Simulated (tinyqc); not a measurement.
From projected range R_p back to scale factor of electronic stopping k: ion implantation: universal nuclear stopping, Lindhard-Scharff electronic stopping and a Gaussian range profile. Computed by tinyqc, a small Python program. Command: `OMP_NUM_THREADS=1 python tinyqc.py 3030404 3030405 out.jsonl implant inv`. One thread of a shared host (Intel(R) Xeon(R) Processor @ 2.30GHz), about 0.4 s of CPU time with the checks.

An ion slows by elastic collisions with screened nuclei and by friction with electrons; channelling is ignored and the target is uniform.

Inputs (values chosen for the exercise, modelled on oxygen ions in silicon):
```
quantity                 value    unit
ion atomic number Z1         8       -
ion mass M1                 16       u
target atomic number Z2     14       -
target mass M2           28.09       u
target density N         49.94  1/nm^3
ion energy E               8.6     keV
```

Method:
- Reduced energy eps = 32.53 M2 E/(Z1 Z2 (M1 + M2)(Z1^0.23 + Z2^0.23)), E in keV; s_n = ln(1 + 1.1383 eps)/(2 (eps + 0.01321 eps^0.21226 + 0.19593 eps^0.5)) for eps up to 30 and ln(eps)/(2 eps) above; S_n = 8.462 Z1 Z2 M1 s_n/((M1 + M2)(Z1^0.23 + Z2^0.23)) in 1e-15 eV cm^2.
- S_e = k 3.83 Z1^(7/6) Z2/(Z1^(2/3) + Z2^(2/3))^(3/2) sqrt(E/M1) in 1e-15 eV cm^2, E in keV.
- Path length R = int_0^E dE'/(N (S_n + S_e)); energy lost to nuclei nu = int_0^E S_n/(S_n + S_e) dE' (both with E' = E y^3 and 64 Gauss-Legendre points in y).
- Estimates of Lindhard type: R_p = R/(1 + M2/(3 M1)), straggle dR_p = (2/3) R_p sqrt(M1 M2)/(M1 + M2).

Question. A run gave the result below. Find the scale factor of electronic stopping k, known to lie between 0.57 and 1.6.

projected range R_p = 28.08924 nm

Answer.

Each step takes the trial c = (a f_b - b f_a)/(f_b - f_a), f being the result less the target and a, b, c the logarithms of the listed values; c replaces end b, the old b replaces a if the sign of f changed, and otherwise f_a is halved.

Scan of the range:
```
scale factor of electronic stopping k  projected range R_p (nm)
0.570                                                   31.0115
0.677                                                   30.2693
0.804                                                   29.4370
0.955                                                   28.5096
1.130                                                   27.5106
1.350                                                   26.3562
1.600                                                   25.1638
```

False position (Illinois rule, in the logarithm of the input) inside the bracket:
```
step    end a    end b    trial  projected range R_p (nm)
1     0.95500  1.13000  1.02506                   28.1004
2     1.13000  1.02506  1.02695                   28.0895
3     1.13000  1.02695  1.02705                   28.0890
4     1.02695  1.02705  1.02700                   28.0892
```

Projected range R_p falls at every point of a 13-point scan of the range (every second point is shown), so one value fits; it is bracketed by 0.955 and 1.13. Answer: scale factor of electronic stopping k = 1.027.
